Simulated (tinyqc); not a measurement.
Polar nitride quantum well with polarisation fields: sweeps and comparisons. A value that a table varies takes the place of the one given here.

Growth along [0001]. e_par = (a_sub - a)/a, Ppz = 2 e_par (e31 - e33 C13/C33), P = Psp + Ppz in each layer; strain relaxation and the strain shift of the gaps are left out, although thick layers with more than about 1 % mismatch would relax.

In a periodic stack without free charge the potential drop over a period vanishes: F_w = (P_b - P_w) Lb/(eps0 (eps_w Lb + eps_b Lw)), F_b = -F_w Lw/Lb, eps0 = 8.8541878e-12 F/m; 1 MV/cm = 1e8 V/m = 0.01 V/angstrom.

Envelope functions on cells of 0.25 angstrom over barrier, well, barrier (widths Lb, Lw, Lb), psi = 0 beyond, psi'/m continuous (mean mass between points), c = hbar^2/2m0. With u(z) the integral of e F (F_w in the well, F_b = -F_w Lw/Lb in the barriers, 1 MV/cm = 0.01 V/angstrom), zero at the centre of the well, the electron sees u plus Vc in the barriers and the hole -u plus Vv. The transition is Eg + E_e + E_h; excitons are left out.

Constants: hbar^2/2m0 = 3.80998211 eV angstrom^2; hc = 1239.841984 eV nm.

Inputs chosen for the exercise (near those of a GaN well in AlN; not measured data):

| symbol | value | unit | meaning |
|---|---|---|---|
| a_w | 3.189 | angstrom | lattice constant a, well |
| a_b | 3.112 | angstrom | lattice constant a, barrier |
| a_sub | 3.189 | angstrom | in-plane lattice constant of the stack |
| Psp_w | -0.0348 | C/m^2 | spontaneous polarisation |
| Psp_b | -0.0902 | C/m^2 | spontaneous polarisation |
| e31_w | -0.329 | C/m^2 |  |
| e31_b | -0.522 | C/m^2 |  |
| e33_w | 0.687 | C/m^2 |  |
| e33_b | 1.532 | C/m^2 |  |
| C_w | 0.265 |  | C13/C33 |
| C_b | 0.294 |  | C13/C33 |
| eps_w | 10.4 |  | dielectric constant |
| eps_b | 10.1 |  | dielectric constant |
| Lb | 105 | angstrom | barrier width |
| Eg | 3.44 | eV | gap of the well |
| Vc | 1.85 | eV | conduction offset |
| Vv | 0.87 | eV | valence offset |
| me | 0.2 | m0 | electron, well |
| meb | 0.32 | m0 | electron, barrier |
| mh | 1.47 | m0 | hole, everywhere |
| Ls | (10, 15, 20, 25, 30, 40, 50) | angstrom | well widths |
| Lw | 32 | angstrom | well width |

## Width of the well

Field, levels and overlap anew for each width.

Results:

| Lw (angstrom) | F_w (MV/cm) | E (eV) | E without field (eV) | overlap^2 | ln overlap^2 |
|---|---|---|---|---|---|
| 10 | -10.290 | 3.9488 | 4.1522 | 0.581 | -0.54 |
| 15 | -9.872 | 3.4091 | 3.8670 | 0.222 | -1.51 |
| 20 | -9.487 | 2.9555 | 3.7244 | 0.0511 | -2.97 |
| 25 | -9.131 | 2.5421 | 3.6431 | 0.00774 | -4.86 |
| 30 | -8.800 | 2.1586 | 3.5923 | 0.000844 | -7.08 |
| 40 | -8.206 | 1.4675 | 3.5347 | 4.78e-06 | -12.25 |
| 50 | -7.687 | 0.8619 | 3.5046 | 1.30e-08 | -18.16 |

How do the results move?

The red shift grows from 203 to 2643 meV. The line drops below Eg between 10 and 15 angstrom, which a square well can never do. Over the last two rows dE/dLw = -60.6 meV per angstrom, against -|e F_w| = -76.9 in the last row; the field itself weakens by 25 % over the table, since a wider well shares the drop with the barrier. The overlap falls by a factor 4.46e+07.

## Screening the field

F_w = -8.6746 MV/cm

Carriers or a semipolar orientation reduce the field; here it is simply scaled in well and barrier.

Results:

| share of the field | F_w (MV/cm) | E (eV) | nm | overlap^2 | separation (angstrom) |
|---|---|---|---|---|---|
| 1.0 | -8.675 | 2.0127 | 616.0 | 0.00032 | 23.9 |
| 0.8 | -6.940 | 2.4125 | 513.9 | 0.0013 | 22.7 |
| 0.6 | -5.205 | 2.7900 | 444.4 | 0.0062 | 21.1 |
| 0.4 | -3.470 | 3.1342 | 395.6 | 0.033 | 18.7 |
| 0.2 | -1.735 | 3.4219 | 362.3 | 0.20 | 14.1 |
| 0.0 | 0.000 | 3.5772 | 346.6 | 0.99 | 0.0 |

What can be read from the table?

Full screening shifts the line by -269.4 nm (+1564 meV). The first fifth of the screening gives 400 meV and the last fifth 155 meV; a purely quadratic shift would give a ratio of 9, a linear one 1, and here it is 2.6.

## What each parameter does

Polarisation, field, levels and overlap anew. Each row changes one parameter from the base and keeps the others.

Results:

| case | F_w (MV/cm) | E (eV) | overlap^2 | red shift (meV) |
|---|---|---|---|---|
| base | -8.675 | 2.0127 | 0.00032 | 1564 |
| Lw = 28 angstrom | -8.930 | 2.3087 | 0.0021 | 1301 |
| Lb = 130 angstrom | -9.073 | 1.9169 | 0.00023 | 1660 |
| a_sub = 3.199 angstrom | -8.930 | 1.9524 | 0.00026 | 1625 |
| Psp_b = -0.0992 C/m^2 | -9.429 | 1.8335 | 0.00018 | 1744 |
| e33_w = 0.756 C/m^2 | -8.675 | 2.0127 | 0.00032 | 1564 |
| eps_w = 11.4 | -8.075 | 2.1529 | 0.00052 | 1424 |
| mh = 1.03 m0 | -8.675 | 2.0594 | 0.00053 | 1525 |
| Vc = 1.573 eV | -8.675 | 1.9855 | 0.00027 | 1588 |

What does this show?

The largest shifts from the base row, up to three for each result and ties (the steps differ in size, so this ranks the rows, not the parameters). F_w (MV/cm): Psp_b -0.754, eps_w +0.599, Lb -0.398; unchanged at the printed digits by e33_w, mh and Vc. E (eV): Lw +0.2960, Psp_b -0.1792, eps_w +0.1402; unchanged at the printed digits by e33_w. overlap^2: Lw +0.00180, mh +0.000204, eps_w +0.000199; unchanged at the printed digits by e33_w. red shift (meV): Lw -263, Psp_b +179, eps_w -140; unchanged at the printed digits by e33_w.

Computed by tinyqc, a small Python program: `OMP_NUM_THREADS=1 python tinyqc.py 1281352 1281353 out.jsonl` (the numbers bound the seed that draws the inputs); one thread of a shared host (Intel(R) Xeon(R) Processor @ 2.30GHz), about 0.09 s for the whole set of steps.
